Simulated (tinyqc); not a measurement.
# p-n diode with diffusion and depletion-layer recombination: what changes with what

Abrupt junction in the depletion approximation, low injection, full ionisation, neutral widths fixed, ohmic contact on the p side. Vj is the junction voltage; where a series resistance Rs is given, V = Vj + J Rs is the terminal voltage.

Values chosen for this exercise; band and dielectric values close to those of silicon: temperature T = 450 K; band gap Eg = 1.14 eV; relative permittivity eps_r = 11.6; conduction-band density of states at T Nc = 5.09e19 cm^-3; valence-band density of states at T Nv = 4.83e19 cm^-3; acceptor density Na = 2.7e18 cm^-3; donor density Nd = 7.8e17 cm^-3; electron mobility in the p side mun = 200 cm^2/(V s); hole mobility in the n side mup = 140 cm^2/(V s); electron lifetime tn = 5e-9 s; hole lifetime tp = 3e-7 s; neutral width of the p side wp = 14 um; neutral width of the n side wn = 11 um; recombination velocity at the n contact Sp = 1e7 cm/s; series resistance Rs = 0.00015 ohm cm^2; trap level above the intrinsic level Et = 0 eV; junction voltage at which recombination is evaluated Vj = 0.54 V.

Constants: q = 1.602176634e-19 C, kB = 1.380649e-23 J/K, Vt = kB T/q, eps0 = 8.8541878128e-14 F/cm where lengths are in cm. Results are converted to the units shown.

Each table varies one quantity; the others keep the values above.

## Currents and ideality against junction voltage

ni = sqrt(Nc Nv) exp(-Eg/(2 Vt)), Eg in volts; D = mu Vt; Ln = sqrt(Dn tn), Lp = sqrt(Dp tp); J0n = q ni^2 Dn coth(wp/Ln)/(Ln Na); J0p = (q ni^2 Dp/(Lp Nd)) (s + tanh(wn/Lp))/(1 + s tanh(wn/Lp)), s = Sp Lp/Dp. J_diff = (J0n + J0p)(exp(Vj/Vt) - 1). Vbi = Vt ln(Na Nd/ni^2), W = sqrt(2 eps0 eps_r (Vbi - Vj)(1/Na + 1/Nd)/q), xp = W Nd/(Na + Nd), xn = W Na/(Na + Nd); u(x) = q Na (x + xp)^2/(2 eps0 eps_r) for x < 0 and Vbi - Vj - q Nd (xn - x)^2/(2 eps0 eps_r) for x > 0; p = Na exp(-u/Vt), n = Nd exp((u - Vbi + Vj)/Vt); U = ni^2 (exp(Vj/Vt) - 1)/(tp (n + ni exp(Et/Vt)) + tn (p + ni exp(-Et/Vt))); J_scr = q times the integral of U from -xp to xn. J = J_diff + J_scr. Ideality = (1/Vt) dVj/d ln J or (1/Vt) dV/d ln J; last column ni^2 exp(Vj/Vt)/N^2.

Currents and ideality against junction voltage:
```
Vj (V)	J_diff (A/cm^2)	J_scr (A/cm^2)	J (A/cm^2)	V (V)	ideality against Vj	ideality against V	minority/doping, lighter side
0.22	4.372e-4	2.580e-4	6.952e-4	0.2200	1.175	1.175	2.009e-7
0.27	0.001591	5.440e-4	0.002135	0.2700	1.123	1.123	7.293e-7
0.32	0.005781	0.001120	0.006902	0.3200	1.078	1.078	2.648e-6
0.37	0.02099	0.002285	0.02328	0.3700	1.046	1.046	9.613e-6
0.42	0.07622	0.004657	0.08088	0.4200	1.026	1.027	3.490e-5
0.48	0.3582	0.01102	0.3692	0.4801	1.013	1.015	1.640e-4
0.53	1.300	0.02280	1.323	0.5302	1.007	1.013	5.954e-4
0.58	4.721	0.04762	4.768	0.5807	1.004	1.023	0.002161
0.63	17.14	0.09959	17.24	0.6326	1.003	1.069	0.007847
```

The ideality against Vj falls from 1.18 to 1.00. Diffusion is the larger current in every row. J_scr alone has an ideality of 1.73 between the first two rows and 1.75 between the last two.

## Effect of the hole lifetime

Same model as above.

J = J_diff + J_scr.

The same in every row: J0n (A/cm^2) = 9.815e-7.

Results:
```
tp (s)	J0p (A/cm^2)	J_diff (A/cm^2)	J_scr (A/cm^2)	J_scr/J (%)	wn/Lp
1e-10	2.010e-5	23.53	2.477	9.526	47.21
1e-9	6.356e-6	8.190	0.6368	7.214	14.93
1e-8	2.010e-6	3.339	0.1678	4.786	4.721
1e-6	4.567e-7	1.605	0.01443	0.8910	0.4721
1e-5	4.287e-7	1.574	0.004749	0.3008	0.1493
0.0001	4.259e-7	1.571	0.001147	0.07295	0.04721
```

Estimate the missing row, tp = 1e-7 s.

Computed row:
```
tp (s)	J0p (A/cm^2)	J_diff (A/cm^2)	J_scr (A/cm^2)	J_scr/J (%)	wn/Lp
1e-7	7.031e-7	1.880	0.04703	2.440	1.493
```

With this row back in the table: As tp goes from 1e-10 to 0.0001, J0p falls from 2.01e-5 to 4.26e-7 A/cm^2, J_scr falls from 2.48 to 0.00115 A/cm^2 and its share falls from 9.53 to 0.0730 %. J0p goes as tp^(-0.50) at the start and tp^(0.00) at the end.

tinyqc, about 0.01 s, one thread, Intel Xeon 2.30GHz (shared host): `OMP_NUM_THREADS=1 python tinyqc.py 2260025 2260026 out.jsonl`
